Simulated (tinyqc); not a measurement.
Worked calculation (part 2 of 3): UHF in the 6-31g basis, for H3+, spin multiplicity 1. Computed by tinyqc, a small Python program that keeps every step (integrals from PySCF). Command: `OMP_NUM_THREADS=1 python tinyqc.py 22571 22572 out.jsonl` (the two numbers bound the seeds that draw the settings). One thread of a shared host (Intel(R) Xeon(R) Processor @ 2.60GHz), about 0.08 s of CPU time with the checks.

Geometry (angstrom):
```
atom         x         y          z
H     0.000000  0.000000   0.000000
H     0.000000  0.000000   0.868000
H     0.000000  0.064000  -0.866000
```

## Iteration 2: DIIS over 2 matrices

error matrix X^T (FDS - SDF) X (alpha):
```
           1          2         3          4          5          6
1   0.000000   0.000215  0.001417  -0.001941  -0.006561  -0.013260
2  -0.000215   0.000000  0.000196  -0.001664  -0.004969  -0.011869
3  -0.001417  -0.000196  0.000000  -0.009070  -0.027246  -0.064968
4   0.001941   0.001664  0.009070   0.000000  -0.004849   0.004420
5   0.006561   0.004969  0.027246   0.004849   0.000000   0.046433
6   0.013260   0.011869  0.064968  -0.004420  -0.046433   0.000000
```

B (overlaps of the stored error matrices):
```
               1              2
1  2.0141807e-01  7.6323069e-02
2  7.6323069e-02  3.0562850e-02
```

Minimise |sum c_i e_i|^2 with sum c_i = 1: solve [B -1; -1 0][c; lambda] = [0; -1] with B_ij = tr e_i^T e_j summed over both spins, and take F = sum c_i F_i.

DIIS coefficients: -0.576799  1.576799

extrapolated F(alpha) (hartree):
```
           1H 1s      1H 2s      2H 1s      2H 2s      3H 1s      3H 2s
1H 1s  -0.548734  -0.842870  -0.496686  -0.603503  -0.692468  -0.711714
1H 2s  -0.842870  -0.794586  -0.484575  -0.584093  -0.698026  -0.705631
2H 1s  -0.496686  -0.484575  -0.122535  -0.496831  -0.167466  -0.287366
2H 2s  -0.603503  -0.584093  -0.496831  -0.496829  -0.361927  -0.443310
3H 1s  -0.692468  -0.698026  -0.167466  -0.361927  -0.513180  -0.776142
3H 2s  -0.711714  -0.705631  -0.287366  -0.443310  -0.776142  -0.699143
```

extrapolated F(beta) (hartree):
```
           1H 1s      1H 2s      2H 1s      2H 2s      3H 1s      3H 2s
1H 1s  -0.548833  -0.842910  -0.692836  -0.711901  -0.496394  -0.603339
1H 2s  -0.842910  -0.794578  -0.698230  -0.705695  -0.484368  -0.583972
2H 1s  -0.692836  -0.698230  -0.513359  -0.776267  -0.167421  -0.361939
2H 2s  -0.711901  -0.705695  -0.776267  -0.699179  -0.287270  -0.443257
3H 1s  -0.496394  -0.484368  -0.167421  -0.287270  -0.122437  -0.496707
3H 2s  -0.603339  -0.583972  -0.361939  -0.443257  -0.496707  -0.496731
```

## Iteration 2: diagonalisation and new density

X:
```
               1          2          3          4          5         6
1H 1s  -0.791729  -0.000148   0.177296   1.197536  -0.000159  0.217167
1H 2s   4.016595  -0.000163  -0.518100  -0.071543   0.000000  0.282641
2H 1s   0.233711   0.804595   0.892996  -0.280895  -0.510535  0.168028
2H 2s  -2.212414  -1.188109  -0.407894  -0.309144  -0.345658  0.235520
3H 1s   0.233473  -0.804710   0.892868  -0.280605   0.510690  0.167979
3H 2s  -2.211317   1.188529  -0.407799  -0.308726   0.345848  0.235486
```

D(alpha) after iteration 1:
```
           1H 1s      1H 2s      2H 1s      2H 2s      3H 1s      3H 2s
1H 1s   0.121770   0.122728   0.010915  -0.015320   0.119956   0.069159
1H 2s   0.122728   0.123721   0.011339  -0.015605   0.120979   0.069420
2H 1s   0.010915   0.011339   0.005209  -0.003438   0.011741   0.002652
2H 2s  -0.015320  -0.015605  -0.003438   0.002936  -0.015574  -0.006969
3H 1s   0.119956   0.120979   0.011741  -0.015574   0.118401   0.067300
3H 2s   0.069159   0.069420   0.002652  -0.006969   0.067300   0.042253
```

D(beta) after iteration 1:
```
           1H 1s      1H 2s      2H 1s      2H 2s      3H 1s      3H 2s
1H 1s   0.121806   0.122698   0.120018   0.069167   0.010869  -0.015344
1H 2s   0.122698   0.123623   0.120975   0.069391   0.011286  -0.015620
2H 1s   0.120018   0.120975   0.118487   0.067323   0.011699  -0.015600
2H 2s   0.069167   0.069391   0.067323   0.042250   0.002623  -0.006986
3H 1s   0.010869   0.011286   0.011699   0.002623   0.005206  -0.003430
3H 2s  -0.015344  -0.015620  -0.015600  -0.006986  -0.003430   0.002936
```

overlap S:
```
          1H 1s     1H 2s     2H 1s     2H 2s     3H 1s     3H 2s
1H 1s  1.000000  0.658292  0.347495  0.462200  0.347212  0.462064
1H 2s  0.658292  1.000000  0.462200  0.804961  0.462064  0.804816
2H 1s  0.347495  0.462200  1.000000  0.658292  0.022176  0.160561
2H 2s  0.462200  0.804961  0.658292  1.000000  0.160561  0.420200
3H 1s  0.347212  0.462064  0.022176  0.160561  1.000000  0.658292
3H 2s  0.462064  0.804816  0.160561  0.420200  0.658292  1.000000
```

Diagonalise F' = X^T F X, C = X C', fill 1 alpha and 1 beta electrons from the bottom; D(s) = C_occ C_occ^T; the new density keeps 0.2 of the old one (damping). Each column has its largest component positive (the first on a tie).

F' = X^T F X (alpha) (hartree):
```
           1          2          3          4          5          6
1   0.472888   0.005545   0.102075  -0.453074  -0.006652  -0.014006
2   0.005545   0.561114   0.036314  -0.000991  -0.208423   0.036432
3   0.102075   0.036314   0.566926  -0.159770  -0.085202  -0.164192
4  -0.453074  -0.000991  -0.159770   0.412948  -0.000639  -0.181756
5  -0.006652  -0.208423  -0.085202  -0.000639  -0.335665  -0.177028
6  -0.014006   0.036432  -0.164192  -0.181756  -0.177028  -0.993129
```

orbital energies (alpha) (hartree): MO1 -1.085492, MO2 -0.344466, MO3 0.008757, MO4 0.501157, MO5 0.621838, MO6 0.983289

coefficients C (alpha):
```
             MO1        MO2        MO3        MO4        MO5        MO6
1H 1s   0.362672  -0.099382   0.286706  -0.610821   0.327026  -1.198276
1H 2s   0.370122  -0.244178   2.626440   1.674738  -0.784072   2.443798
2H 1s   0.118204  -0.301662  -0.038114  -0.342149   1.019805   0.776997
2H 2s  -0.053438  -0.543929  -1.818366  -0.584849  -0.808096  -1.463913
3H 1s   0.352998   0.298374  -0.023264  -0.898101  -0.678441   0.621287
3H 2s   0.128959   0.642836  -1.744646   0.183763   1.209520  -1.329976
```

F' = X^T F X (beta) (hartree):
```
           1          2          3          4          5          6
1   0.472888  -0.005308   0.102070  -0.453061   0.006689  -0.013984
2  -0.005308   0.561118  -0.036274   0.000789  -0.208426  -0.036429
3   0.102070  -0.036274   0.566884  -0.159752   0.085252  -0.164253
4  -0.453061   0.000789  -0.159752   0.412917   0.000584  -0.181708
5   0.006689  -0.208426   0.085252   0.000584  -0.335654   0.177133
6  -0.013984  -0.036429  -0.164253  -0.181708   0.177133  -0.993155
```

orbital energies (beta) (hartree): MO1 -1.085563, MO2 -0.344420, MO3 0.008741, MO4 0.501093, MO5 0.621936, MO6 0.983212

coefficients C (beta):
```
             MO1        MO2        MO3        MO4        MO5        MO6
1H 1s   0.362710  -0.099211   0.286753  -0.610815   0.326623  -1.198381
1H 2s   0.369995  -0.243939   2.626429   1.674953  -0.782817   2.444108
2H 1s   0.353081   0.298258  -0.023339  -0.898184  -0.677541   0.622296
2H 2s   0.128924   0.642544  -1.745623   0.183739   1.208329  -1.331456
3H 1s   0.118127  -0.301727  -0.038060  -0.341568   1.020668   0.775995
3H 2s  -0.053393  -0.544366  -1.817371  -0.585381  -0.809262  -1.462739
```

D(alpha) after iteration 2:
```
           1H 1s      1H 2s      2H 1s      2H 2s      3H 1s      3H 2s
1H 1s   0.129579   0.131932   0.036478  -0.018568   0.126409   0.051248
1H 2s   0.131932   0.134336   0.037268  -0.018944   0.128718   0.052069
2H 1s   0.036478   0.037268   0.012219  -0.005741   0.035729   0.012725
2H 2s  -0.018568  -0.018944  -0.005741   0.002872  -0.018206  -0.006907
3H 1s   0.126409   0.128718   0.035729  -0.018206   0.123366   0.049878
3H 2s   0.051248   0.052069   0.012725  -0.006907   0.049878   0.021755
```

D(beta) after iteration 2:
```
           1H 1s      1H 2s      2H 1s      2H 2s      3H 1s      3H 2s
1H 1s   0.129608   0.131900   0.126456   0.051243   0.036451  -0.018562
1H 2s   0.131900   0.134241   0.128705   0.052039   0.037222  -0.018928
2H 1s   0.126456   0.128705   0.123430   0.049881   0.035706  -0.018202
2H 2s   0.051243   0.052039   0.049881   0.021747   0.012708  -0.006904
3H 1s   0.036451   0.037222   0.035706   0.012708   0.012204  -0.005732
3H 2s  -0.018562  -0.018928  -0.018202  -0.006904  -0.005732   0.002868
```

## Iteration 3: building the Fock matrix

core Hamiltonian H = T + V (hartree):
```
           1H 1s      1H 2s      2H 1s      2H 2s      3H 1s      3H 2s
1H 1s  -1.469606  -1.258138  -0.768565  -0.918097  -0.767996  -0.917824
1H 2s  -1.258138  -1.389297  -0.838074  -1.106649  -0.837769  -1.106451
2H 1s  -0.768565  -0.838074  -1.168669  -1.071177  -0.085982  -0.344250
2H 2s  -0.918097  -1.106649  -1.071177  -1.196556  -0.344212  -0.642563
3H 1s  -0.767996  -0.837769  -0.085982  -0.344212  -1.168428  -1.071044
3H 2s  -0.917824  -1.106451  -0.344250  -0.642563  -1.071044  -1.196462
```

nuclear repulsion = 1.52401792 hartree

Given earlier and not repeated: Two-electron integrals (ij|kl) in chemists' order.

J_ij = sum D_kl (ij|kl) with D = D(alpha) + D(beta), K_ij = sum D_kl (ik|jl) for each spin; F = H + J - K(s); E = tr D H + tr D J / 2 - 0.5 sum_s tr D(s) K(s) + E_nn.

Coulomb J (hartree):
```
          1H 1s     1H 2s     2H 1s     2H 2s     3H 1s     3H 2s
1H 1s  1.481161  0.868933  0.468652  0.604438  0.468205  0.604241
1H 2s  0.868933  1.009027  0.525553  0.782607  0.525300  0.782425
2H 1s  0.468652  0.525553  1.155709  0.701653  0.031226  0.192395
2H 2s  0.604438  0.782607  0.701653  0.874132  0.192360  0.423967
3H 1s  0.468205  0.525300  0.031226  0.192360  1.155394  0.701491
3H 2s  0.604241  0.782425  0.192395  0.423967  0.701491  0.874006
```

exchange K(alpha) (hartree):
```
          1H 1s     1H 2s     2H 1s     2H 2s     3H 1s     3H 2s
1H 1s  0.563292  0.457116  0.205673  0.297864  0.383269  0.395406
1H 2s  0.457116  0.419281  0.182434  0.269767  0.376523  0.379953
2H 1s  0.205673  0.182434  0.131186  0.141211  0.112941  0.139174
2H 2s  0.297864  0.269767  0.141211  0.187006  0.208659  0.228258
3H 1s  0.383269  0.376523  0.112941  0.208659  0.478915  0.393061
3H 2s  0.395406  0.379953  0.139174  0.228258  0.393061  0.370443
```

exchange K(beta) (hartree):
```
          1H 1s     1H 2s     2H 1s     2H 2s     3H 1s     3H 2s
1H 1s  0.563388  0.457156  0.383510  0.395518  0.205502  0.297777
1H 2s  0.457156  0.419274  0.376677  0.380005  0.182277  0.269662
2H 1s  0.383510  0.376677  0.479172  0.393217  0.112899  0.208670
2H 2s  0.395518  0.380005  0.393217  0.370517  0.139084  0.228209
3H 1s  0.205502  0.182277  0.112899  0.139084  0.131003  0.141055
3H 2s  0.297777  0.269662  0.208670  0.228209  0.141055  0.186873
```

F(alpha) (hartree):
```
           1H 1s      1H 2s      2H 1s      2H 2s      3H 1s      3H 2s
1H 1s  -0.551738  -0.846321  -0.505587  -0.611523  -0.683060  -0.708989
1H 2s  -0.846321  -0.799550  -0.494955  -0.593809  -0.688992  -0.703980
2H 1s  -0.505587  -0.494955  -0.144147  -0.510735  -0.167697  -0.291030
2H 2s  -0.611523  -0.593809  -0.510735  -0.509430  -0.360511  -0.446855
3H 1s  -0.683060  -0.688992  -0.167697  -0.360511  -0.491949  -0.762614
3H 2s  -0.708989  -0.703980  -0.291030  -0.446855  -0.762614  -0.692899
```

F(beta) (hartree):
```
           1H 1s      1H 2s      2H 1s      2H 2s      3H 1s      3H 2s
1H 1s  -0.551834  -0.846362  -0.683423  -0.709176  -0.505293  -0.611361
1H 2s  -0.846362  -0.799543  -0.689198  -0.704047  -0.494746  -0.593688
2H 1s  -0.683423  -0.689198  -0.492133  -0.762741  -0.167655  -0.360526
2H 2s  -0.709176  -0.704047  -0.762741  -0.692942  -0.290935  -0.446805
3H 1s  -0.505293  -0.494746  -0.167655  -0.290935  -0.144037  -0.510608
3H 2s  -0.611361  -0.593688  -0.360526  -0.446805  -0.510608  -0.509329
```

total energy of this density = -1.19877453 hartree

This density is a damped mixture and is not idempotent.

## Iteration 3: DIIS over 3 matrices

error matrix X^T (FDS - SDF) X (alpha):
```
           1         2          3          4          5          6
1   0.000000  0.000195   0.000141  -0.000382  -0.002246  -0.002828
2  -0.000195  0.000000  -0.000373  -0.000868  -0.002185  -0.006051
3  -0.000141  0.000373   0.000000  -0.001296  -0.007043  -0.010131
4   0.000382  0.000868   0.001296   0.000000  -0.004080   0.000243
5   0.002246  0.002185   0.007043   0.004080   0.000000   0.029432
6   0.002828  0.006051   0.010131  -0.000243  -0.029432   0.000000
```

B (overlaps of the stored error matrices):
```
               1              2              3
1  2.0141807e-01  7.6323069e-02  2.0137136e-02
2  7.6323069e-02  3.0562850e-02  9.5512483e-03
3  2.0137136e-02  9.5512483e-03  4.3712090e-03
```

As before.

DIIS coefficients: 0.778956  -2.836827  3.057870

extrapolated F(alpha) (hartree):
```
           1H 1s      1H 2s      2H 1s      2H 2s      3H 1s      3H 2s
1H 1s  -0.553340  -0.851990  -0.537336  -0.631088  -0.663391  -0.699006
1H 2s  -0.851990  -0.804267  -0.527679  -0.614154  -0.665555  -0.691097
2H 1s  -0.537336  -0.527679  -0.191510  -0.546661  -0.177848  -0.308268
2H 2s  -0.631088  -0.614154  -0.546661  -0.537060  -0.358782  -0.452629
3H 1s  -0.663391  -0.665555  -0.177848  -0.358782  -0.436905  -0.724296
3H 2s  -0.699006  -0.691097  -0.308268  -0.452629  -0.724296  -0.665203
```

extrapolated F(beta) (hartree):
```
           1H 1s      1H 2s      2H 1s      2H 2s      3H 1s      3H 2s
1H 1s  -0.553432  -0.852039  -0.663737  -0.699192  -0.537056  -0.630949
1H 2s  -0.852039  -0.804279  -0.665762  -0.691182  -0.527483  -0.614056
2H 1s  -0.663737  -0.665762  -0.437088  -0.724422  -0.177828  -0.358818
2H 2s  -0.699192  -0.691182  -0.724422  -0.665262  -0.308196  -0.452606
3H 1s  -0.537056  -0.527483  -0.177828  -0.308196  -0.191366  -0.546535
3H 2s  -0.630949  -0.614056  -0.358818  -0.452606  -0.546535  -0.536970
```

## Iteration 3: diagonalisation and new density

As before.

F' = X^T F X (alpha) (hartree):
```
           1          2          3          4          5          6
1   0.473506   0.003709   0.099451  -0.456165  -0.004057  -0.014647
2   0.003709   0.558909   0.022229   0.000657  -0.208390   0.025232
3   0.099451   0.022229   0.564200  -0.160069  -0.050852  -0.164210
4  -0.456165   0.000657  -0.160069   0.419362  -0.001291  -0.183604
5  -0.004057  -0.208390  -0.050852  -0.001291  -0.319874  -0.112880
6  -0.014647   0.025232  -0.164210  -0.183604  -0.112880  -1.003696
```

orbital energies (alpha) (hartree): MO1 -1.069255, MO2 -0.351674, MO3 0.008972, MO4 0.507332, MO5 0.611957, MO6 0.985074

coefficients C (alpha):
```
             MO1        MO2        MO3        MO4        MO5        MO6
1H 1s   0.369364  -0.063905   0.284243  -0.633813   0.209983  -1.213426
1H 2s   0.386921  -0.152927   2.638702   1.735844  -0.503416   2.466584
2H 1s   0.157435  -0.314466  -0.034141  -0.451848   0.999276   0.734614
2H 2s  -0.020915  -0.567389  -1.808641  -0.471725  -0.930230  -1.435924
3H 1s   0.310785   0.307219  -0.022464  -0.831475  -0.753043   0.645866
3H 2s   0.093825   0.629765  -1.765240   0.045473   1.168610  -1.360148
```

F' = X^T F X (beta) (hartree):
```
           1          2          3          4          5          6
1   0.473507  -0.003494   0.099449  -0.456155   0.004096  -0.014636
2  -0.003494   0.558914  -0.022230  -0.000860  -0.208392  -0.025230
3   0.099449  -0.022230   0.564179  -0.160060   0.050918  -0.164246
4  -0.456155  -0.000860  -0.160060   0.419333   0.001205  -0.183590
5   0.004096  -0.208392   0.050918   0.001205  -0.319851   0.112981
6  -0.014636  -0.025230  -0.164246  -0.183590   0.112981  -1.003731
```

orbital energies (beta) (hartree): MO1 -1.069320, MO2 -0.351634, MO3 0.008965, MO4 0.507275, MO5 0.612036, MO6 0.985030

coefficients C (beta):
```
             MO1        MO2        MO3        MO4        MO5        MO6
1H 1s   0.369395  -0.063768   0.284269  -0.633702   0.210022  -1.213469
1H 2s   0.386851  -0.152873   2.638669   1.735759  -0.503215   2.466735
2H 1s   0.310867   0.307129  -0.022496  -0.832024  -0.751759   0.646792
2H 2s   0.093772   0.629565  -1.766191   0.046128   1.167466  -1.361468
3H 1s   0.157352  -0.314517  -0.034122  -0.450833   1.000313   0.733703
3H 2s  -0.020871  -0.567682  -1.807667  -0.472669  -0.931059  -1.434768
```

D(alpha) after iteration 3:
```
           1H 1s      1H 2s      2H 1s      2H 2s      3H 1s      3H 2s
1H 1s   0.135060   0.140718   0.053816  -0.009894   0.117116   0.037974
1H 2s   0.140718   0.146634   0.056186  -0.010263   0.121943   0.039456
2H 1s   0.053816   0.056186   0.022273  -0.003782   0.046289   0.014362
2H 2s  -0.009894  -0.010263  -0.003782   0.000924  -0.008841  -0.002951
3H 1s   0.117116   0.121943   0.046289  -0.008841   0.101943   0.033303
3H 2s   0.037974   0.039456   0.014362  -0.002951   0.033303   0.011393
```

D(beta) after iteration 3:
```
           1H 1s      1H 2s      2H 1s      2H 2s      3H 1s      3H 2s
1H 1s   0.135084   0.140701   0.117157   0.037960   0.053790  -0.009880
1H 2s   0.140701   0.146571   0.121948   0.039429   0.056142  -0.010245
2H 1s   0.117157   0.121948   0.101997   0.033297   0.046274  -0.008831
2H 2s   0.037960   0.039429   0.033297   0.011384   0.014346  -0.002947
3H 1s   0.053790   0.056142   0.046274   0.014346   0.022249  -0.003774
3H 2s  -0.009880  -0.010245  -0.008831  -0.002947  -0.003774   0.000922
```
